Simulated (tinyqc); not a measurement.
Inside a calculation. Method: one-electron ion in a basis of Gaussians. Computed by tinyqc, a small Python program that keeps every step. Settings: Z = 3, l = 2. Command: `OMP_NUM_THREADS=1 python tinyqc.py 28851 28852 out.jsonl` (the two numbers bound the seeds that draw the settings). One thread of a shared host (Intel(R) Xeon(R) Processor @ 2.60GHz), about 0.01 s of CPU time with the checks.

## Matrices over normalised Gaussians

exponents of r^l exp(-a r^2) (1/bohr^2): 0.015820  0.047280

Z = 3

l = 2

With p = a_i + a_j and I(k) = Gamma((k+1)/2) / (2 p^((k+1)/2)): S = I(2l+2), T = (2l+3) a_i a_j S / p, V = -Z I(2l+1), each divided by sqrt(S_ii S_jj).

S:
```
          1         2
1  1.000000  0.606456
2  0.606456  1.000000
```

T (hartree):
```
          1         2
1  0.055370  0.050321
2  0.050321  0.165480
```

V (hartree):
```
           1          2
1  -0.321139  -0.275036
2  -0.275036  -0.555174
```

## Generalised eigenproblem

H = T + V (hartree):
```
           1          2
1  -0.265769  -0.224714
2  -0.224714  -0.389694
```

Solve H C = S C e through S^(-1/2); each column has its largest component positive (the first on a tie).

eigenvalues of S: 0.393544  1.606456

eigenvalues (hartree): -0.390914  -0.214745

coefficients:
```
           1          2
1  -0.104673   1.253313
2   1.060010  -0.676851
```

For Z = 3 and l = 2 the exact lowest level is -Z^2/(2 n^2) with n = l + 1: -0.500000 hartree.
